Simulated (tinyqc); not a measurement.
# Signal and retention of a DRAM cell: effect of temperature

A stored one starts at Vd and leaks: Cs dV/dt = -I(V), I = a sqrt((V + Vb)/(Vd + Vb)) + b, with a = Ig exp[-(Eg1 q/kB)(1/T - 1/T0)] (generation in a depletion layer) and b = Is exp[-(Es q/kB)(1/T - 1/T0)]. The bit line is precharged to Vd/2, and charge sharing gives the signal (V - Vd/2) Cs/(Cs + Cb).

The cell fails below Vc = Vd/2 + dm (Cs + Cb)/Cs. With s = sqrt((Vc + Vb)/(Vd + Vb)), the time from Vd to Vc is t = [2 Cs (Vd + Vb)/a] [1 - s - (b/a) ln((a + b)/(a s + b))]. This time is the median of a log-normal spread: failing cells = Nc erfc(z/sqrt 2)/2, z = ln(t/tr)/sg.

Values chosen for this exercise:
```
symbol    value  unit                                                  meaning
Vd            1     V                                            array voltage
Cs            9    fF                                         cell capacitance
Cb           40    fF                                     bit-line capacitance
dm           56    mV        smallest signal that the sense amplifier resolves
Vb         1.65     V  built-in plus back-bias voltage of the storage junction
Ig          3.3    fA                        junction leakage at V = Vd and T0
Is         0.41    fA                        voltage-independent leakage at T0
Es         0.39    eV                                  activation energy of Is
T0          358     K                                    reference temperature
sg         0.51                 deviation of ln(retention time) over the cells
Nc      1.72e10                                                          cells
tr           32    ms                                         refresh interval
Eg1        0.61    eV                                  activation energy of Ig
```

Constants: q = 1.602176634e-19 C, kB = 1.380649e-23 J/K. Results are converted to the units shown.

Result of one run:

| T (K) | a (fA) | b (fA) | retention time (s) | failing cells |
|---|---|---|---|---|
| 378 | 9.3944 | 0.80034 | 0.17527 | 7.3481e6 |

What becomes of these results when the temperature T is changed from 378 to 358 K, all else the same?

Result of the changed run:

| T (K) | a (fA) | b (fA) | retention time (s) | failing cells |
|---|---|---|---|---|
| 358 | 3.3000 | 0.41000 | 0.48134 | 915.38 |

The whole series:

| T (K) | a (fA) | b (fA) | retention time (s) | failing cells |
|---|---|---|---|---|
| 298 | 0.061592 | 0.032163 | 18.963 | 5.0780e-26 |
| 318 | 0.27438 | 0.083596 | 4.9769 | 3.7364e-13 |
| 338 | 1.0242 | 0.19405 | 1.4645 | 5.6116e-4 |
| 358 | 3.3000 | 0.41000 | 0.48134 | 915.38 |
| 368 | 5.6476 | 0.57806 | 0.28694 | 1.4620e5 |
| 378 | 9.3944 | 0.80034 | 0.17527 | 7.3481e6 |
| 398 | 24.075 | 1.4607 | 0.070005 | 1.0732e9 |

The retention time falls from 19.0 to 0.0700 s, halving every 15.1 K at the hot end. Its apparent activation energy goes from 0.546 to 0.595 eV, between Es = 0.39 and Eg1 = 0.61 eV, as the share of a in the leakage grows from 65.7 to 94.3 %.

Range of the model: Real arrays also hold a tail of unusually leaky cells and cells whose retention varies in time, which this model lacks.

Program tinyqc, `OMP_NUM_THREADS=1 python tinyqc.py 2130140 2130141 out.jsonl`; Intel Xeon 2.30GHz, shared host, one thread, about 0.01 s.
